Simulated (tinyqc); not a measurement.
# Pull-up strength from the switching point

Question. Transistor (EKV form, voltages against the body): I = 2 n b Vt^2 [F(vp - Vs) - F(vp - Vd)] from drain to source, F(v) = ln^2(1 + exp(v/(2 Vt))), vp = (Vg - VT + sg |Vd - Vs|)/n. n-channel bodies are at 0; for the p-channel device all voltages are counted down from Vdd. b in uA/V^2 gives I in uA. In an inverter In(Vg = Vd = VM) equals Ip at the switching point VM. Find bp and the current there.

Inputs (values chosen for the exercise):
```
symbol,value,unit,meaning
T,300,K,temperature
Vdd,0.7,V,supply voltage
n,1.15,,slope factor
sg,0.023,,drain-induced barrier lowering
VTn,0.33,V,n-channel threshold
VTp,0.25,V,p-channel threshold (magnitude)
bn,720,uA/V^2,gain factor of the pull-down transistor
```

Constants: q = 1.602176634e-19 C, kB = 1.380649e-23 J/K, Vt = kB T/q. Results are converted to the units shown.

VM = 0.389099933 V

Solution. Ip is proportional to bp, so bp is In(VM) over the p-channel current for unit b.

bp = 720 uA/V^2
current at VM = 2.23 uA

Program tinyqc, `OMP_NUM_THREADS=1 python tinyqc.py 2340026 2340027 out.jsonl`; Intel Xeon 2.30GHz, shared host, one thread, about 0.04 s.
